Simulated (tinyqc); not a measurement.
From results back to parameters: Brillouin zone and empty-lattice bands of the fcc structure. Two cases, with inputs chosen for the exercise.

Problem. At the centre of a zone face two plane waves are mixed by V > 0: levels E0 -/+ V, masses normal to the face 1/(1 -/+ 2 E0/V), E0 = c0 k^2, c0 = hbar^2/2m0. The gap and the mass of the upper band are given.

Constants: hbar^2/2m0 = 3.80998211 eV angstrom^2.

Find: V; E0; k; spacing of the lattice planes, pi/k.

Method. V is half the gap; 2 E0/V = 1/m - 1; k = |G|/2 = pi/d.

Case 1.

gap = 0.760000 eV
mass of the upper band = 0.0215363 m0

Solution.

V = 0.3800 eV
E0 = 8.632 eV
k = 1.5052 1/angstrom
spacing of the lattice planes, pi/k = 2.087 angstrom

Case 2.

gap = 1.620000 eV
mass of the upper band = 0.0567060 m0

Solution.

V = 0.8100 eV
E0 = 6.737 eV
k = 1.3298 1/angstrom
spacing of the lattice planes, pi/k = 2.363 angstrom

Computed by tinyqc, one run a case: `OMP_NUM_THREADS=1 python tinyqc.py N N+1 out.jsonl` with N = 1851015, 1851216; one thread of a shared Intel(R) Xeon(R) Processor @ 2.30GHz, about 0.02 s a run at most.
